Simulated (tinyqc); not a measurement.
# Worked calculation: bandgap voltage reference from two bipolar transistors

Computed by the program tinyqc: `OMP_NUM_THREADS=1 python tinyqc.py 2062057 2062058 out.jsonl`, one thread of a shared Intel Xeon 2.30GHz, about 0.02 s for the whole run. Printed values are rounded.

Two transistors of area 1 and N carry the same current I. Is(T) = Is (T/T0)^eta exp[(Vg0 q/kB)(1/T0 - 1/T)], VBE1 = Vt ln(I/Is(T)) + I rb, VBE2 = Vt ln(I/(N Is(T))) + I rb/N. The amplifier forces I R1(T) = VBE1 - VBE2 + Vos, with R(T) = R (1 + tc (T - T0)) for both resistors, and the output is Vref = VBE1 + I R2(T). Base currents and the Early effect are neglected.

Inputs (values chosen for the exercise); values of the order met in silicon bipolar transistors:
```
symbol    value   unit                                                   meaning
T0          323      K                                     reference temperature
Vg0       1.158      V                      band-gap voltage extrapolated to 0 K
eta         4.4                   temperature exponent of the saturation current
Is      2.6e-17      A           saturation current of the unit transistor at T0
N             8                              area ratio of the second transistor
R1           26   kohm  resistor across which the difference of VBE falls, at T0
tc            0  ppm/K                 temperature coefficient of both resistors
Vos           0     mV                                   offset of the amplifier
rb            0    ohm                  series resistance of the unit transistor
R2        235.6   kohm                                     output resistor at T0
T           273      K                                               temperature
```

Constants: q = 1.602176634e-19 C, kB = 1.380649e-23 J/K. Results are converted to the units shown.

## Operating point at the reference temperature

Vt = kB T/q; I = (Vt ln N + Vos)/(R1(T) - rb (1 - 1/N)). Evaluate at T = T0.

Vt = 0.0278340 V
I = 2.22612 uA
Is(T) = 2.6e-17 A
VBE1 = 0.700670 V
I R2 = 0.524474 V
Vref = 1.22514 V

## Operating point at another temperature

Vt = kB T/q; I = (Vt ln N + Vos)/(R1(T) - rb (1 - 1/N)).

Vt = 0.0235253 V
I = 1.88152 uA
Is(T) = 6.08673e-21 A
VBE1 = 0.784916 V
I R2 = 0.443286 V
Vref = 1.22820 V

From T0 to T, VBE1 changes by 84.2 mV and I R2 by -81.2 mV, which leaves 3.06 mV in Vref.

## Resistor for zero slope at T0, ideal case

With tc = 0, Vos = 0 and rb = 0 the current is proportional to T, dVBE/dT = (VBE - Vg0 - (eta - 1) Vt)/T, and Vref has zero slope at T0 when Vref = Vg0 + (eta - 1) Vt0. Find VBE1, its slope, that Vref, R2/R1 and the curvature d2Vref/dT2 = -(eta - 1) kB/(q T0).

VBE1 = 0.700670 V
dVBE/dT = -1.70887 mV/K
Vref = 1.25264 V
R2/R1 = 9.53652
curvature = -0.907088 uV/K^2
